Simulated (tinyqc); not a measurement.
Changing the width w (mask opening along <110>, or membrane width in the design step): anisotropic wet etching of Si(100): plane rates, V-grooves, membranes and undercut. Computed by tinyqc, a small Python program. Command: `OMP_NUM_THREADS=1 python tinyqc.py 3024056 3024057 out.jsonl wetetch sweep`. One thread of a shared host (Intel(R) Xeon(R) Processor @ 2.30GHz), about 0.01 s of CPU time with the checks.

A long slot opens the mask on a (100) wafer. The floor etches at R100; (111) walls stand at theta = arctan(sqrt2) = 54.7356 degrees to the surface and recede at R111 along their normal.

Inputs (values chosen for the exercise, close to those used for potassium hydroxide solutions):
```
quantity                            value     unit
prefactor k0 of the (100) rate    3.4e+08   um/min
activation energy of (100), E       0.597       eV
ratio (100)/(111) at 80 C             250        -
extra energy of (111), dE            0.13       eV
ratio (100)/oxide at 80 C             240        -
extra energy of the oxide, dE_ox      0.3       eV
bath temperature T                     70        C
misalignment of the mask                2  degrees
etch time t                           350      min
```

Constants: k_B = 8.617333262e-05 eV/K.

Method:
- R100 = k0 exp(-E/(k_B T)); a ratio given at 80 C scales as exp[(extra energy/k_B)(1/T - 1/353.15 K)]; R111 and R_ox follow by division.
- Temperatures in kelvin are T(C) + 273.15.
- A misaligned edge exposes ledges and adds R100 sin(misalignment) to the lateral rate (a simple estimate): u = R111/sin(theta) + R100 sin(misalignment). Top width W = w + 2 u t; floor width b = W - 2 z/tan(theta) = W - sqrt2 z. The floor lasts until b = 0, at t_V = w/(sqrt2 R100 - 2u); depth z = R100 t before t_V and W/sqrt2 after.

One run for each value; columns: (1) width w (mask opening along <110>, or membrane width in the design step) (um); (2) depth z (um); (3) floor width b (um); (4) time t_V to close the V (min):
```
(1)      (2)     (3)         (4)
1      11.97    0.00  1.2907e+00
2.2    12.82    0.00  2.8395e+00
4.6    14.51    0.00  5.9371e+00
10     18.33    0.00  1.2907e+01
22     26.82    0.00  2.8395e+01
46     43.79    0.00  5.9371e+01
100    81.97    0.00  1.2907e+02
220   166.83    0.00  2.8395e+02
460   203.01  188.82  5.9371e+02
1000  203.01  728.82  1.2907e+03
```

Over the rows, depth z (um) rises from 12.0 to 203, flat over part of the range; floor width b (um) rises from 0 to 729, flat over part of the range; time t_V to close the V (min) rises from 1.29 to 1290 (exponent d ln y / d ln x about 1.0 throughout). The exponent of time t_V to close the V stays at 1: the floor shrinks at a constant rate. Narrow openings close to V-grooves that deepen only by undercut, wide ones share the depth R100 t, so one etch gives many depths.
